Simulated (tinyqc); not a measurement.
Inside a calculation: sp3s* tight binding. Values are carried at full precision from step to step, so a last printed digit may differ when a step is redone from the rounded ones.

sp3s* tight binding, nearest neighbours only: anion (a) at 0, cation (c) at a/4 (1,1,1), orbitals s, px, py, pz, s* on each; k in units of 2 pi/a. With phases e_j = exp(i (pi/2) k.n_j) for n = (1,1,1), (1,-1,-1), (-1,1,-1), (-1,-1,1): g0 = (e1+e2+e3+e4)/4, g1 = (e1+e2-e3-e4)/4, g2 = (e1-e2+e3-e4)/4, g3 = (e1-e2-e3+e4)/4. The diagonal holds the levels Esa, Epa, Exa (s*) and Esc, Epc, Exc. Anion-cation block: <sa|sc> = Vss g0; <sa|xc> = Vsapc g1; <xa|sc> = -Vscpa g1; <xa|xc> = Vxx g0; <xa|yc> = <ya|xc> = Vxy g3, <xa|zc> = <za|xc> = Vxy g2, <ya|zc> = <za|yc> = Vxy g1; <s*a|xc> = Vxapc g1; <xa|s*c> = -Vpaxc g1; y and z take g2 and g3 in place of g1; s-s* and s*-s* vanish.

Constants: hbar^2/2m0 = 3.80998211 eV angstrom^2.

Values chosen for the exercise (near a published set for GaAs, fitted to gaps, whose masses and valley positions are rough; not measured data): k = (0.25, 0.25, 0.25) 2 pi/a (wave vector); Esa = -8.324 eV (s level of the anion); Epa = 1.039 eV (p level of the anion); Esc = -2.665 eV (s level of the cation); Epc = 3.665 eV (p level of the cation); Exa = 8.589 eV (s* level of the anion); Exc = 6.732 eV (s* level of the cation); Vss = -6.446 eV (s-s); Vxx = 1.958 eV (px-px); Vxy = 5.088 eV (px-py); Vsapc = 4.487 eV (s anion, p cation); Vscpa = 5.772 eV (s cation, p anion); Vxapc = 4.849 eV (s* anion, p cation); Vpaxc = 4.81 eV (p anion, s* cation); a = 5.657 angstrom (lattice constant).

## Phase sums

Form g0 to g3 at this k.

g0, g1, g2, g3: 0.78858-0.05604i  -0.13530+0.32664i  -0.13530+0.32664i  -0.13530+0.32664i

## The Hamiltonian without spin-orbit coupling

Fill in the 10 x 10 matrix.

H(k) (eV):
```
                  sa               xa               ya               za              s*a               sc
sa           -8.3240                0                0                0                0  -5.0832+0.3613i
xa                 0           1.0390                0                0                0   0.7809-1.8854i
ya                 0                0           1.0390                0                0   0.7809-1.8854i
za                 0                0                0           1.0390                0   0.7809-1.8854i
s*a                0                0                0                0           8.5890                0
sc   -5.0832-0.3613i   0.7809+1.8854i   0.7809+1.8854i   0.7809+1.8854i                0          -2.6650
xc   -0.6071-1.4656i   1.5440+0.1097i  -0.6884-1.6619i  -0.6884-1.6619i  -0.6561-1.5839i                0
yc   -0.6071-1.4656i  -0.6884-1.6619i   1.5440+0.1097i  -0.6884-1.6619i  -0.6561-1.5839i                0
zc   -0.6071-1.4656i  -0.6884-1.6619i  -0.6884-1.6619i   1.5440+0.1097i  -0.6561-1.5839i                0
s*c                0   0.6508+1.5711i   0.6508+1.5711i   0.6508+1.5711i                0                0

                  xc               yc               zc             s*c
sa   -0.6071+1.4656i  -0.6071+1.4656i  -0.6071+1.4656i               0
xa    1.5440-0.1097i  -0.6884+1.6619i  -0.6884+1.6619i  0.6508-1.5711i
ya   -0.6884+1.6619i   1.5440-0.1097i  -0.6884+1.6619i  0.6508-1.5711i
za   -0.6884+1.6619i  -0.6884+1.6619i   1.5440-0.1097i  0.6508-1.5711i
s*a  -0.6561+1.5839i  -0.6561+1.5839i  -0.6561+1.5839i               0
sc                 0                0                0               0
xc            3.6650                0                0               0
yc                 0           3.6650                0               0
zc                 0                0           3.6650               0
s*c                0                0                0          6.7320
```

## Levels at this k

Diagonalise H, which belongs to k = (0.25, 0.25, 0.25) (2 pi/a). Four bands are filled (two electrons each); give the make-up of band 5, the lowest empty one.

levels (eV): -11.8718  -4.1400  -0.7859  -0.7859  2.1221  4.2156  5.4899  5.4899  8.2740  10.4361

weights of band 5: s 0.591, p 0.317, s* 0.092

weight of band 5 on atom a = 0.327

The vertical gap at this k is 2.9080 eV; band 5 is mostly s-like.

## Levels at Gamma

At k = 0 only g0 = 1 is left and H falls into 2 x 2 blocks [[E_a, V], [V, E_c]] with roots (E_a + E_c)/2 -/+ sqrt(((E_a - E_c)/2)^2 + V^2); the s* levels stay uncoupled. The direct gap runs from the highest lower root of the p blocks to the lowest upper root.

Blocks at Gamma (eV):

| block | E_a | E_c | V | lower root | upper root |
|---|---|---|---|---|---|
| s (Gamma1) | -8.3240 | -2.6650 | -6.4460 | -12.5342 | 1.5452 |
| p (Gamma15) | 1.0390 | 3.6650 | 1.9580 | -0.0055 | 4.7095 |

direct gap at Gamma = 1.5507 eV

The lowest empty level at Gamma is s-like.

## Bands near the gap

Diagonalise at L = (1/2,1/2,1/2), X = (1,0,0), W = (1,1/2,0), K = (3/4,3/4,0) and at the fractions named between them; energies from the top of the valence band at Gamma; 4 bands are filled.

Levels (eV):

| k | level 2 | level 3 | level 4 | level 5 | level 6 |
|---|---|---|---|---|---|
| L | -6.983 | -1.402 | -1.402 | 1.687 | 3.812 |
| L-G 0.5 | -4.134 | -0.780 | -0.780 | 2.128 | 4.221 |
| G | 0.000 | 0.000 | 0.000 | 1.551 | 4.715 |
| G-X 0.2 | -1.283 | -0.411 | -0.411 | 2.309 | 4.187 |
| G-X 0.4 | -3.239 | -1.273 | -1.273 | 2.793 | 3.289 |
| G-X 0.6 | -5.135 | -2.114 | -2.114 | 2.519 | 2.780 |
| G-X 0.7 | -5.983 | -2.445 | -2.445 | 2.286 | 2.649 |
| G-X 0.8 | -6.718 | -2.693 | -2.693 | 2.133 | 2.515 |
| G-X 0.9 | -7.267 | -2.846 | -2.846 | 2.055 | 2.411 |
| X | -7.486 | -2.897 | -2.897 | 2.032 | 2.370 |
| W | -7.486 | -2.897 | -2.897 | 2.032 | 2.370 |
| K | -7.399 | -3.127 | -2.455 | 1.983 | 2.509 |
| K-G 0.5 | -4.810 | -1.967 | -0.848 | 2.398 | 3.539 |

On these points the lowest empty level is lowest at G, 1.551 eV above the top.

## Valleys and masses

The lowest conduction level at Gamma, at its minimum on (x,0,0) for x from 0.5 to 1, and at the point L (L, and X where the search ends there, need not be minima in this model; a zero or negative inverse mass shows it). Inverse masses m0/m = (E(+h) + E(-h) - 2 E)/(2 c q^2) with c = hbar^2/2m0, q = h 2 pi/a, h = 0.002; longitudinal along the valley axis ([100] at Gamma and Delta, [111] at L), transverse along [010] or [1-10]. A dash: the next level lies within 0.15 eV, so a single mass has no use there.

Valleys:

| valley | x (2 pi/a) | E - Ev (eV) | m0/m_l | m0/m_t |
|---|---|---|---|---|
| Gamma | 0.0000 | 1.5507 | 8.39 | 8.39 |
| Delta | 1.0000 | 2.0324 | 0.45 | 0.00 |
| L | 0.5000 | 1.6865 | 0.61 | 1.36 |

Of these three the lowest is Gamma, which makes the gap direct, 1.5507 eV. At Delta m0/m_t is 0.00. This nearest-neighbour model is fitted to gaps: it places the Delta minimum and the masses at Delta and L only roughly (transverse masses can be several times too heavy), and since its bands are flat from X to W the transverse mass grows too heavy towards X; d orbitals or second neighbours cure this.

## Checks

- Direct gap at Gamma from the blocks against the full matrix: both 1.55066.

Program tinyqc; command `OMP_NUM_THREADS=1 python tinyqc.py 1451781 1451782 out.jsonl`; about 0.1 s on one thread of a shared Intel(R) Xeon(R) Processor @ 2.30GHz.
